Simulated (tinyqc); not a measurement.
# Electron mobility in a silicon inversion layer, empirical terms and Matthiessen rule: effects of single changes

Inversion layer of sheet density Ns on a uniformly doped body, under a high-permittivity gate with an interlayer. The mobility terms are empirical power laws with prefactors chosen for the exercise; adding their inverses (Matthiessen) is itself an approximation.

Values chosen for this exercise; material values close to those of silicon:
- T = 293 K (temperature)
- Eg = 1.12 eV (band gap)
- eps_r = 11.5 (relative permittivity of the semiconductor)
- Nc = 2.69e19 cm^-3 (conduction-band density of states at T)
- Nv = 2.53e19 cm^-3 (valence-band density of states at T)
- Vsb = 0 V (reverse body bias)
- eta = 0.5 (weight of the inversion charge in the effective field)
- Ap = 392 cm^2/(V s) (phonon-limited mobility at 1 MV/cm and 300 K)
- As = 634 cm^2/(V s) (roughness-limited mobility at 1 MV/cm)
- gs = 2 (exponent of the roughness term)
- Ac = 1900 cm^2/(V s) (Coulomb prefactor)
- Nit = 1.8e10 cm^-2 (charge at the interface)
- Ar = 170 cm^2/(V s) (remote-phonon mobility without interlayer)
- ti = 0.4 nm (interlayer thickness)
- lr = 0.7 nm (decay length of remote phonons)
- Ns = 2.4e12 cm^-2 (inversion density)

Constants: q = 1.602176634e-19 C, kB = 1.380649e-23 J/K, Vt = kB T/q, eps0 = 8.8541878128e-14 F/cm where lengths are in cm. Results are converted to the units shown.

Each table varies one quantity; the others keep the values above.

## Universality: two dopings at the same effective field

ni = sqrt(Nc Nv) exp(-Eg/(2 Vt)), Eg in volts; Ndep = sqrt(2 eps0 eps_r Nb (2 Vt ln(Nb/ni) + Vsb)/q); E = q (Ndep + eta Ns)/(eps0 eps_r), in MV/cm. With t = T/(300 K): muC = Ac (Ns/1e12 cm^-2) t/(Nb/1e17 cm^-3 + Nit/1e11 cm^-2), muP = Ap E^(-1/3) t^(-1.75), muS = As E^(-gs), muR = Ar exp(2 ti/lr)/t; 1/mu is the sum of the inverses. For each E, Ns is chosen to give that field on bodies with Nb = 8e16 and 6.1e17 cm^-3; the last column leaves out muC.

Universality: two dopings at the same effective field:

| E (MV/cm) | Ns, light body (cm^-2) | mu, light (cm^2/(V s)) | Ns, heavy body (cm^-2) | mu, heavy (cm^2/(V s)) | without muC (cm^2/(V s)) |
|---|---|---|---|---|---|
| 0.448 | 3.859e12 | 240.5 | 3.228e11 | 68.94 | 248.7 |
| 0.527 | 4.864e12 | 229.6 | 1.327e12 | 147.1 | 235.4 |
| 0.62 | 6.046e12 | 216.8 | 2.509e12 | 170.2 | 221.0 |
| 0.73 | 7.444e12 | 202.1 | 3.907e12 | 174.1 | 205.1 |
| 0.859 | 9.084e12 | 185.8 | 5.547e12 | 168.5 | 187.9 |
| 1.01 | 1.100e13 | 168.2 | 7.466e12 | 157.5 | 169.6 |
| 1.19 | 1.329e13 | 149.3 | 9.754e12 | 142.7 | 150.2 |
| 1.4 | 1.596e13 | 130.0 | 1.242e13 | 126.0 | 130.5 |

What does the table show?

The heavily doped body has 0.287 of the mobility of the light one in the first row and 0.970 in the last; there they lie 3.4 % below and 0.43 % below the curve without Coulomb scattering, which depends on E alone. The heavy body leaves that curve at low E because its field comes mostly from depletion charge and few carriers screen.

## Effect of the body doping

Same model as above.

The same in every row: muR (cm^2/(V s)) = 545.81.

Effect of the body doping:

| Nb (cm^-3) | E (MV/cm) | muC (cm^2/(V s)) | muP (cm^2/(V s)) | muS (cm^2/(V s)) | mu (cm^2/(V s)) |
|---|---|---|---|---|---|
| 2e16 | 0.25788 | 11720 | 641.84 | 9533.6 | 279.30 |
| 4.4e16 | 0.29391 | 7183.2 | 614.46 | 7339.5 | 267.73 |
| 9.7e16 | 0.34871 | 3872.7 | 580.42 | 5213.9 | 249.68 |
| 2.1e17 | 0.42949 | 1953.3 | 541.47 | 3437.0 | 223.12 |
| 4.7e17 | 0.55714 | 912.62 | 496.49 | 2042.5 | 184.11 |
| 1e18 | 0.73712 | 437.49 | 452.26 | 1166.9 | 139.16 |
| 2.3e18 | 1.0385 | 192.13 | 403.43 | 587.90 | 89.153 |
| 5e18 | 1.4659 | 88.752 | 359.63 | 295.02 | 51.895 |

As Nb goes from 2e16 to 5e18 cm^-3, E rises from 0.258 to 1.47 MV/cm and mu falls from 279 to 51.9 cm^2/(V s). The smallest term is the remote phonon one in the first row and the Coulomb one in the last.

tinyqc, about 0.01 s, one thread, Intel Xeon 2.30GHz (shared host): `OMP_NUM_THREADS=1 python tinyqc.py 2510161 2510162 out.jsonl`
